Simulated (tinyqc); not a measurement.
Frequency dispersion of an accumulation capacitance by border traps, distributed model: one step of the calculation.

Traps spread evenly through the insulator exchange electrons with the semiconductor by tunnelling, with tau(x) = t0 exp(2 ka x) at depth x from the interface. The admittance per area Y seen at depth x obeys dY/dx = -Y^2/(i w eps0 eox) + q Nb ln(1 + i w tau)/tau, with Y(0) = i w Cs and w = 2 pi f; the gate sees Y(tox) = G + i w C. Working variable y = Y/(i w), in uF/cm^2. Cox = eps0 eox/tox.

Problem. Scales and lumped estimate. Cox; trap-free value 1/(1/Cox + 1/Cs); response depth d = ln(1/(w t0))/(2 ka), where w tau = 1; lumped estimate: all traps within d act as C_bt = q Nb d placed at d/2, so C = 1/{1/[1/(1/Cs + d/(2 eps0 eox)) + C_bt] + (tox - d/2)/(eps0 eox)}.

Parameters, values chosen for the exercise; permittivity close to that of hafnium oxide: relative permittivity of the insulator eox = 19.2; insulator thickness tox = 5 nm; semiconductor capacitance in accumulation Cs = 4.2 uF/cm^2; density of border traps Nb = 1.1e19 cm^-3 eV^-1; decay constant of the wave function in the insulator ka = 6.3 1/nm; time constant of a trap at the interface t0 = 1e-10 s; frequency f = 1e6 Hz.

Constants: q = 1.602176634e-19 C, eps0 = 8.8541878128e-14 F/cm where lengths are in cm. Results are converted to the units shown.

Give: Cox; trap-free C; d; C_bt; lumped C.

Solution.

Cox = 3.400 uF/cm^2
trap-free C = 1.879 uF/cm^2
d = 0.5851 nm
C_bt = 0.1031 uF/cm^2
lumped C = 1.902 uF/cm^2

The traps within reach amount to 0.0246 Cs and lie in the first 11.7 % of the insulator.

Computed by the program tinyqc: `OMP_NUM_THREADS=1 python tinyqc.py 2202191 2202192 out.jsonl`, one thread of a shared Intel Xeon 2.30GHz, about 0.4 s for the whole run.
